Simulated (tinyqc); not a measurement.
Worked calculation: Pariser-Parr-Pople SCF with singles CI, for the molecule C1=CC=CN=CC=C1 (SMILES; centres numbered as the heavy atoms are written). Computed by tinyqc, a small Python program that keeps every step. Settings: charge = 0, gamma = MN, start = huckel, damping = 0, iteration cap = 72, excitations kept = 4. Command: `OMP_NUM_THREADS=1 python tinyqc.py 20109 20110 out.jsonl` (the two numbers bound the seeds that draw the settings). One thread of a shared host (Intel(R) Xeon(R) Processor @ 2.60GHz), about 0.02 s of CPU time with the checks. Later iterations appear only in the table of the cycle.

## PPP integrals

Centres (angstrom, eV; a flat drawing with bonds scaled to 1.40 angstrom):
```
centre          x          y  core charge z          W   gamma_rr
1C       1.829000   0.000000              1  11.160000  11.130000
2C       1.293000   1.293000              1  11.160000  11.130000
3C       0.000000   1.829000              1  11.160000  11.130000
4C      -1.293000   1.293000              1  11.160000  11.130000
5N      -1.829000   0.000000              1  14.100000  12.300000
6C      -1.293000  -1.293000              1  11.160000  11.130000
7C       0.000000  -1.829000              1  11.160000  11.130000
8C       1.293000  -1.293000              1  11.160000  11.130000
```

Resonance integrals (eV):
```
i  j       beta
1  2  -2.390000
2  3  -2.390000
3  4  -2.390000
4  5  -2.510000
5  6  -2.510000
6  7  -2.390000
7  8  -2.390000
8  1  -2.390000
```

Mataga-Nishimoto: gamma = 14.399645/(R + a), a = 2 x 14.399645/(gamma_rr + gamma_ss); H_rr = -W_r - sum_(s != r) z_s gamma_rs; H_rs = beta for bonds.

repulsion gamma_rs (eV):
```
           1C         2C         3C         4C         5N         6C         7C         8C
1C  11.130000   5.346145   3.710899   3.081502   2.946422   3.081502   3.710899   5.346145
2C   5.346145  11.130000   5.346145   3.711470   3.124703   2.908476   3.081502   3.711470
3C   3.710899   5.346145  11.130000   5.346145   3.773730   3.081502   2.907980   3.081502
4C   3.081502   3.711470   5.346145  11.130000   5.477529   3.711470   3.081502   2.908476
5N   2.946422   3.124703   3.773730   5.477529  12.300000   5.477529   3.773730   3.124703
6C   3.081502   2.908476   3.081502   3.711470   5.477529  11.130000   5.346145   3.711470
7C   3.710899   3.081502   2.907980   3.081502   3.773730   5.346145  11.130000   5.346145
8C   5.346145   3.711470   3.081502   2.908476   3.124703   3.711470   5.346145  11.130000
```

core matrix H (eV):
```
            1C          2C          3C          4C          5N          6C          7C          8C
1C  -38.383515   -2.390000    0.000000    0.000000    0.000000    0.000000    0.000000   -2.390000
2C   -2.390000  -38.389911   -2.390000    0.000000    0.000000    0.000000    0.000000    0.000000
3C    0.000000   -2.390000  -38.407904   -2.390000    0.000000    0.000000    0.000000    0.000000
4C    0.000000    0.000000   -2.390000  -38.478095   -2.510000    0.000000    0.000000    0.000000
5N    0.000000    0.000000    0.000000   -2.510000  -41.798346   -2.510000    0.000000    0.000000
6C    0.000000    0.000000    0.000000    0.000000   -2.510000  -38.478095   -2.390000    0.000000
7C    0.000000    0.000000    0.000000    0.000000    0.000000   -2.390000  -38.407904   -2.390000
8C   -2.390000    0.000000    0.000000    0.000000    0.000000    0.000000   -2.390000  -38.389911
```

## Starting guess

pi electrons, sum of z_r less the charge = 8

Orbitals of the Hueckel matrix of the beta values.

P at the start:
```
           1C         2C         3C         4C         5N         6C         7C         8C
1C   1.164581   0.795749  -0.164581  -0.291770   0.156712   0.095726  -0.164581   0.408253
2C   0.795749   0.839259   0.411795   0.160741   0.081541  -0.160741  -0.295312   0.160741
3C  -0.164581   0.411795   1.164581   0.789200  -0.156712  -0.305402   0.164581   0.092184
4C  -0.291770   0.160741   0.789200   0.839259   0.426548   0.160741   0.082094  -0.160741
5N   0.156712   0.081541  -0.156712   0.426548   1.149220   0.795518  -0.156712  -0.287429
6C   0.095726  -0.160741  -0.305402   0.160741   0.795518   0.839259   0.401704   0.160741
7C  -0.164581  -0.295312   0.164581   0.082094  -0.156712   0.401704   1.164581   0.799291
8C   0.408253   0.160741   0.092184  -0.160741  -0.287429   0.160741   0.799291   0.839259
```

## Iteration 1: Fock matrix

F_rr = H_rr + P_rr gamma_rr / 2 + sum_(s != r) P_ss gamma_rs; F_rs = H_rs - P_rs gamma_rs / 2; E = tr P (H + F) / 2 + core repulsion sum_(r<s) z_r z_s gamma_rs.

F (eV):
```
           1C         2C         3C         4C         5N         6C         7C         8C
1C  -5.727288  -4.517095   0.305372   0.449546  -0.230871  -0.147489   0.305372  -3.481290
2C  -4.517095  -5.417030  -3.490757  -0.298292  -0.127396   0.233755   0.455002  -0.298292
3C   0.305372  -3.490757  -5.735982  -4.499590   0.295695   0.470549  -0.239299  -0.142032
4C   0.449546  -0.298292  -4.499590  -5.438657  -3.678214  -0.298292  -0.126486   0.233755
5N  -0.230871  -0.127396   0.295695  -3.678214  -8.070661  -4.688737   0.295695   0.449066
6C  -0.147489   0.233755   0.470549  -0.298292  -4.688737  -5.438657  -3.463785  -0.298292
7C   0.305372   0.455002  -0.239299  -0.126486   0.295695  -3.463785  -5.735982  -4.526562
8C  -3.481290  -0.298292  -0.142032   0.233755   0.449066  -0.298292  -4.526562  -5.417030
```

pi energy = -103.236086 eV

## Iteration 1: orbitals and new P

Diagonalise F (the basis is taken as orthonormal) and form P = 2 sum c c over the lowest orbitals.

orbital energies (eV): -13.907420  -12.081598  -11.470196  -7.858938  -3.811417  -0.122660  0.312013  1.958930

P after iteration 1:
```
           1C         2C         3C         4C         5N         6C         7C         8C
1C   1.116516   0.826386  -0.139171  -0.301547   0.139137   0.060272  -0.139546   0.388261
2C   0.826386   0.874630   0.380295   0.136003   0.075781  -0.159364  -0.288392   0.154720
3C  -0.139171   0.380295   1.122011   0.836755  -0.160149  -0.266947   0.136409   0.073801
4C  -0.301547   0.136003   0.836755   0.865213   0.372419   0.102445   0.093848  -0.119365
5N   0.139137   0.075781  -0.160149   0.372419   1.319822   0.782547  -0.160323  -0.264924
6C   0.060272  -0.159364  -0.266947   0.102445   0.782547   0.735359   0.403094   0.210511
7C  -0.139546  -0.288392   0.136409   0.093848  -0.160323   0.403094   1.122810   0.816500
8C   0.388261   0.154720   0.073801  -0.119365  -0.264924   0.210511   0.816500   0.843640
```

## Iteration 2: Fock matrix

As before.

F (eV):
```
           1C         2C         3C         4C         5N         6C         7C         8C
1C  -5.832764  -4.598989   0.258224   0.464609  -0.204979  -0.092864   0.258920  -3.427851
2C  -4.598989  -5.489986  -3.406555  -0.252386  -0.118397   0.231754   0.444340  -0.287120
3C   0.258224  -3.406555  -5.607735  -4.626706   0.302179   0.411298  -0.198337  -0.113709
4C   0.464609  -0.252386  -4.626706  -5.105769  -3.529967  -0.190111  -0.144597   0.173586
5N  -0.204979  -0.118397   0.302179  -3.529967  -7.784106  -4.653213   0.302507   0.413904
6C  -0.092864   0.231754   0.411298  -0.190111  -4.653213  -5.369534  -3.467499  -0.390653
7C   0.258920   0.444340  -0.198337  -0.144597   0.302507  -3.467499  -5.969867  -4.572563
8C  -3.427851  -0.287120  -0.113709   0.173586   0.413904  -0.390653  -4.572563  -5.649890
```

pi energy = -103.494884 eV

## Iteration 2: orbitals and new P

As before.

orbital energies (eV): -13.732612  -12.062633  -11.539489  -7.901145  -3.775714  -0.025402  0.273422  1.953920

P after iteration 2:
```
           1C         2C         3C         4C         5N         6C         7C         8C
1C   1.111952   0.836135  -0.133450  -0.299010   0.126514   0.057275  -0.132785   0.379751
2C   0.836135   0.879378   0.369217   0.130237   0.080542  -0.148740  -0.288196   0.146213
3C  -0.133450   0.369217   1.119500   0.849364  -0.143401  -0.262935   0.125606   0.068520
4C  -0.299010   0.130237   0.849364   0.859046   0.350103   0.093007   0.097672  -0.107623
5N   0.126514   0.080542  -0.143401   0.350103   1.314678   0.799890  -0.153225  -0.268416
6C   0.057275  -0.148740  -0.262935   0.093007   0.799890   0.745146   0.390032   0.199777
7C  -0.132785  -0.288196   0.125606   0.097672  -0.153225   0.390032   1.116178   0.827584
8C   0.379751   0.146213   0.068520  -0.107623  -0.268416   0.199777   0.827584   0.854122
```

## Iteration 3: Fock matrix

As before.

F (eV):
```
           1C         2C         3C         4C         5N         6C         7C         8C
1C  -5.814666  -4.625049   0.247611   0.460700  -0.186382  -0.088247   0.246376  -3.405102
2C  -4.625049  -5.493413  -3.376944  -0.241685  -0.125835   0.216303   0.444038  -0.271333
3C   0.247611  -3.376944  -5.622467  -4.660411   0.270578   0.405118  -0.182629  -0.105572
4C   0.460700  -0.241685  -4.660411  -5.131755  -3.468849  -0.172597  -0.150488   0.156509
5N  -0.186382  -0.125835   0.270578  -3.468849  -7.796271  -4.700711   0.289115   0.419360
6C  -0.088247   0.216303   0.405118  -0.172597  -4.700711  -5.370675  -3.432583  -0.370734
7C   0.246376   0.444038  -0.182629  -0.150488   0.289115  -3.432583  -5.946432  -4.602191
8C  -3.405102  -0.271333  -0.105572   0.156509   0.419360  -0.370734  -4.602191  -5.639209
```

pi energy = -103.512902 eV

## Iteration 3: orbitals and new P

As before.

orbital energies (eV): -13.735900  -12.061066  -11.542311  -7.930316  -3.746178  -0.024398  0.274952  1.950331

P after iteration 3:
```
           1C         2C         3C         4C         5N         6C         7C         8C
1C   1.104166   0.843518  -0.124737  -0.300393   0.117690   0.059415  -0.124063   0.372906
2C   0.843518   0.886816   0.360910   0.121461   0.084836  -0.140403  -0.291188   0.137686
3C  -0.124737   0.360910   1.112236   0.857478  -0.133977  -0.264327   0.116652   0.069948
4C  -0.300393   0.121461   0.857478   0.866220   0.338822   0.084454   0.100980  -0.098569
5N   0.117690   0.084836  -0.133977   0.338822   1.309292   0.809660  -0.145527  -0.271685
6C   0.059415  -0.140403  -0.264327   0.084454   0.809660   0.750500   0.381098   0.191623
7C  -0.124063  -0.291188   0.116652   0.100980  -0.145527   0.381098   1.109291   0.835257
8C   0.372906   0.137686   0.069948  -0.098569  -0.271685   0.191623   0.835257   0.861479
```

## Convergence

Stop when output and input P, before any damping, agree to 1e-7.

Course of the cycle:
```
iteration         E (eV)  largest |P(out) - P(in)|
1          -103.23608618                  1.71e-01
2          -103.49488355                  2.23e-02
3          -103.51290207                  1.13e-02
4          -103.52081335                  7.95e-03
5          -103.52572748                  6.81e-03
6          -103.52893797                  5.63e-03
7          -103.53102885                  4.58e-03
8          -103.53237375                  3.72e-03
9          -103.53322812                  2.98e-03
10         -103.53376517                  2.37e-03
11         -103.53409988                  1.88e-03
...                  ...                       ...
41         -103.53463507                  1.04e-06
42         -103.53463507                  8.12e-07
43         -103.53463507                  6.32e-07
44         -103.53463507                  4.91e-07
45         -103.53463507                  3.82e-07
46         -103.53463507                  2.97e-07
47         -103.53463507                  2.31e-07
48         -103.53463507                  1.79e-07
49         -103.53463507                  1.40e-07
50         -103.53463507                  1.08e-07
51         -103.53463507                  8.43e-08
```

Converged in 51 iterations.

## Converged orbitals

Charges are z - P_rr.

orbital energies (eV): -13.750155  -12.073840  -11.542774  -8.001114  -3.678252  -0.024223  0.272710  1.947331

coefficients:
```
         MO1        MO2        MO3        MO4        MO5        MO6        MO7        MO8
1C  0.250190   0.530250   0.054074  -0.436060  -0.255456   0.486827   0.140493   0.375728
2C  0.249494   0.422300   0.365178  -0.293002   0.402972  -0.430864   0.191815  -0.394192
3C  0.278025   0.097436   0.509645   0.440034   0.255399   0.040687  -0.472259   0.412222
4C  0.359055  -0.199343   0.386660   0.365321  -0.351613   0.305491   0.428447  -0.384516
5N  0.525451  -0.476165   0.029531  -0.366292  -0.291589  -0.441112  -0.046598   0.283463
6C  0.437060  -0.262876  -0.297594  -0.199792   0.470719   0.474129  -0.272111  -0.301624
7C  0.340024   0.143481  -0.486446   0.407723   0.283231  -0.155698   0.503947   0.320164
8C  0.293603   0.418143  -0.358347   0.237881  -0.443480  -0.196866  -0.454637  -0.334406
```

pi charges: 1C -0.073664, 2C 0.080421, 3C -0.080319, 4C 0.096752, 5N -0.275747, 6C 0.222792, 7C -0.078142, 8C 0.107907

## Singles CI, singlets

Over the 4 single excitations with the smallest orbital gaps: A = (e_a - e_i) delta + 2 (ia|jb) - (ij|ab), with (pq|rs) = sum c_mp c_mq gamma_mn c_nr c_ns. f = 2/3 w |mu|^2 in atomic units, mu = sqrt2 sum c_ia sum_m c_mi c_ma R_m.

singlet CI matrix (eV):
```
           4>5        3>5        4>6        4>7
4>5   0.590298   0.016060  -0.069846   0.032878
3>5   0.016060   5.069804   0.052742  -0.822935
4>6  -0.069846   0.052742   5.151087   0.042605
4>7   0.032878  -0.822935   0.042605   5.441204
```

singlet excitation energies (eV): 0.588880  4.406113  5.158224  6.099176

oscillator strengths: 0.000308  0.045674  0.677372  1.549395

## Singles CI, triplets

Over the 4 single excitations with the smallest orbital gaps: A = (e_a - e_i) delta - (ij|ab), with (pq|rs) = sum c_mp c_mq gamma_mn c_nr c_ns.

triplet CI matrix (eV):
```
           4>5        3>5        4>6        4>7
4>5  -0.355913   0.115876   0.197004   0.104683
3>5   0.115876   3.102371  -0.019885   0.975469
4>6   0.197004  -0.019885   3.201590  -0.084412
4>7   0.104683   0.975469  -0.084412   3.439300
```

triplet excitation energies (eV): -0.372366  2.279316  3.209753  4.270645
